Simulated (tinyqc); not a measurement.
Heisenberg magnet: exchange from energy differences, ordering vector, linear spin waves and ordering temperature: one step, computed by the program tinyqc. Command: `OMP_NUM_THREADS=1 python tinyqc.py 3004282 3004283 out.jsonl magnon walk`. One thread of a shared host (Intel(R) Xeon(R) Processor @ 2.30GHz), about 0.08 s of CPU time with the checks.

H = -sum over pairs <ij> J_ij S_i.S_j - K sum_i (S_i^z)^2, each pair once, J > 0 ferromagnetic. First neighbours: 12 at a (0.5, 0.5, 0), second: 6 at a (1, 0, 0), with all permutations and signs.

Task: Energies of ordered states. J(q) = J1 g1(q) + J2 g2(q), g_s(q) = sum over shell s of cos(q.R). A classical spiral or collinear state of wave vector Q has the exchange energy -(S^2/2) J(Q) per site.

Inputs (values chosen for the exercise, for a model magnet): exchange J1 = 20.6 meV; exchange J2 = 4.9 meV; spin S = 0.5.

Lattice: fcc.

Give: States, Q in 2 pi/a.

Result:

States, Q in 2 pi/a:
```
Q                  g1  g2  energy (meV/site)
G (0, 0, 0)        12   6            -34.575
X (1, 0, 0)        -4   6              6.625
L (0.5, 0.5, 0.5)   0  -6              3.675
W (1, 0.5, 0)      -4   2              9.075
```

The lowest of these is G (0, 0, 0), 38.250 meV per site below L (0.5, 0.5, 0.5).
